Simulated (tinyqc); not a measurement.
Empty-lattice bands from Gamma to N: Brillouin zone and empty-lattice bands of the bcc structure.

Primitive vectors a (-1/2,1/2,1/2), a (1/2,-1/2,1/2), a (1/2,1/2,-1/2); one atom. Reciprocal vectors obey a_i.b_j = 2 pi delta_ij; k is given in units of 2 pi/a. Empty-lattice levels are c0 (2 pi/a)^2 |k + G|^2, c0 = hbar^2/2m0. Points: H = (1, 0, 0), N = (0.5, 0.5, 0), P = (0.5, 0.5, 0.5).

Constants: hbar^2/2m0 = 3.80998211 eV angstrom^2.

Values chosen for the exercise (out of a larger set: lattice near that of K; not measured data): a = 5.311 angstrom (lattice constant).

k = f x N; the eight lowest levels, degenerate ones repeated.

Levels (eV):

| f | 1 | 2 | 3 | 4 | 5 | 6 | 7 | 8 |
|---|---|---|---|---|---|---|---|---|
| 0.000 | 0.00 | 10.66 | 10.66 | 10.66 | 10.66 | 10.66 | 10.66 | 10.66 |
| 0.167 | 0.07 | 8.96 | 9.85 | 9.85 | 9.85 | 9.85 | 10.74 | 10.74 |
| 0.333 | 0.30 | 7.41 | 9.18 | 9.18 | 9.18 | 9.18 | 10.96 | 10.96 |
| 0.500 | 0.67 | 6.00 | 8.67 | 8.67 | 8.67 | 8.67 | 11.33 | 11.33 |
| 0.667 | 1.18 | 4.74 | 8.29 | 8.29 | 8.29 | 8.29 | 11.85 | 11.85 |
| 0.833 | 1.85 | 3.63 | 8.07 | 8.07 | 8.07 | 8.07 | 12.52 | 12.52 |
| 1.000 | 2.67 | 2.67 | 8.00 | 8.00 | 8.00 | 8.00 | 13.33 | 13.33 |

Band 1 is the parabola f^2 x 2.67 eV. The next levels start from the first shell of G at 10.66 eV; a branch falls at first if its G has a component against k, and branches cross. The second level ends at 2.67 eV and meets band 1 at the zone surface.

Program tinyqc; command `OMP_NUM_THREADS=1 python tinyqc.py 1850269 1850270 out.jsonl`; about 0.02 s on one thread of a shared Intel(R) Xeon(R) Processor @ 2.30GHz.
